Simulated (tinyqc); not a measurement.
Reflectance at normal incidence against thickness.

Normal incidence on air, film (n1) and substrate (N2 = n2 - i k2): r01 = (1 - n1)/(1 + n1), r12 = (n1 - N2)/(n1 + N2), amplitude (r01 + r12 X)/(1 + r01 r12 X), X = exp(-4 pi i n1 d/lam), R its squared modulus, phase from 0 to 360 degrees.

Values chosen for this exercise:
```
symbol,value,unit,meaning
lam,632.8,nm,wavelength
n1,1.471,,index of the transparent film
n2,3.882,,index of the substrate
k2,0.019,,extinction coefficient of the substrate
```

Results:

| d (nm) | R (%) | phase of the reflected amplitude (degrees) |
|---|---|---|
| 0 | 34.850 | 179.85 |
| 28 | 31.672 | 149.82 |
| 82 | 12.787 | 68.620 |
| 110 | 8.1316 | 352.05 |
| 138 | 14.631 | 280.56 |
| 165 | 25.169 | 236.88 |
| 192 | 32.731 | 204.37 |
| 220 | 34.747 | 174.72 |

Estimate the missing row, d = 55 nm.

Computed row:

| d (nm) | R (%) | phase of the reflected amplitude (degrees) |
|---|---|---|
| 55 | 23.220 | 115.89 |

With this row back in the table: R goes from 34.9 through a minimum of 8.13 (at d = 110 nm among the rows listed) to 34.7 %. At a quarter wave, d = 108 nm, R = 8.08 %; for a transparent substrate it would vanish for n1 = sqrt(n2) = 1.97.

tinyqc, about 0.4 s, one thread, Intel Xeon 2.30GHz (shared host): `OMP_NUM_THREADS=1 python tinyqc.py 2870118 2870119 out.jsonl`
